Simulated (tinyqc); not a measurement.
Band gaps under pressure and temperature from deformation potentials, step by step. Values are carried at full precision from step to step, so a last printed digit may differ when a step is redone from the rounded ones.

Murnaghan: V/V0 = (1 + Bp P/B0)^(-1/Bp), B0 = (C11 + 2 C12)/3. Each gap moves by a ln(V/V0) with its volume potential a, and falls with temperature by aV T^2/(T + bV) (Varshni); the two effects are added. No change of phase is considered.

Parameters, chosen for this exercise (near those of GaAs, the X and L potentials typical of such crystals; the results hold for these values, not for the real material):
- C11 = 122.7 GPa
- C12 = 55.8 GPa
- Bp = 4.86 (pressure derivative of the bulk modulus)
- P = 6 GPa (pressure)
- Eg = 1.527 eV (gap at Gamma to the s-like level at 0 K, 0 GPa)
- EgX = 1.945 eV (gap to X at 0 K, 0 GPa)
- EgL = 1.846 eV (gap to L at 0 K, 0 GPa)
- aG = -8.49 eV (volume potential of the Gamma gap)
- aX = 1.86 eV (volume potential of the X gap)
- aL = -2.84 eV (volume potential of the L gap)
- aV = (0.558, 0.468, 0.635) meV/K (Varshni alpha of Gamma, X, L)
- bV = (218, 213, 211) K (Varshni beta of Gamma, X, L)
- T = 0 K (temperature)
- aT = 5.7 1e-6/K (linear thermal expansion near 300 K)

## Volume under pressure

Give B0, V/V0, ln(V/V0), the change of the lattice constant and the linear estimate -P/B0.

B0 = 78.10 GPa
V/V0 = 0.93680
ln(V/V0) = -0.06528
change of a = -2.153 %
-P/B0 = -0.07682

The stiffening under pressure makes the compression 15.0 % smaller than the linear estimate.

## Gaps at P and T

Give both shifts and the gaps.

pressure shifts (eV): Gamma 0.5542, X -0.1214, L 0.1854

temperature shifts (eV): Gamma 0.0000, X 0.0000, L 0.0000

gaps (eV): Gamma 2.0812, X 1.8236, L 2.0314

The lowest valley is X (indirect gap), 208 meV below L; at 0 K and 0 GPa it is Gamma.

## Pressure coefficients

Expand in P: E = E0 + c1 P + c2 P^2 with c1 = -a/B0 and c2 = a Bp/(2 B0^2).

c1 (meV/GPa): Gamma 108.71, X -23.82, L 36.36

c2 (meV/GPa^2): Gamma -3.382, X 0.741, L -1.131

Gamma and L rise under pressure and X falls, as the signs of the volume potentials say.

## Pressures at which the valleys cross

Two gaps meet at ln(V/V0) = -(E_i - E_j)/(a_i - a_j), with the gaps at T and P = 0; then P = (B0/Bp)(exp(-Bp ln(V/V0)) - 1). A dash marks expansion or a compression beyond ln(V/V0) = -0.3.

Crossings:
```
pair     E_i - E_j (eV)  ln(V/V0)  P (GPa)
Gamma-X         -0.4180   -0.0404     3.49
Gamma-L         -0.3190   -0.0565     5.07
L-X             -0.0990   -0.0211     1.73
```

The lowest valley changes at 3.49 GPa (Gamma to X).

## How much of dE/dT is thermal expansion

At 300 K: dE/dT = -aV T (T + 2 bV)/(T + bV)^2; expansion alone gives 3 aT a; the rest is electron-phonon coupling.

dE/dT (meV/K): Gamma -0.4592, X -0.3873, L -0.5267

from expansion (meV/K): Gamma -0.1452, X 0.0318, L -0.0486

remainder (meV/K): Gamma -0.3140, X -0.4191, L -0.4782

Expansion supplies 32 % of the slope at Gamma and 9 % at L; at X it works against the fall.

## Checks

- Slope of the Gamma gap at P = 0 by finite differences against c1 (meV/GPa): both 108.71.

Program tinyqc; command `OMP_NUM_THREADS=1 python tinyqc.py 1051007 1051008 out.jsonl`; about 0.01 s on one thread of a shared Intel(R) Xeon(R) Processor @ 2.30GHz.
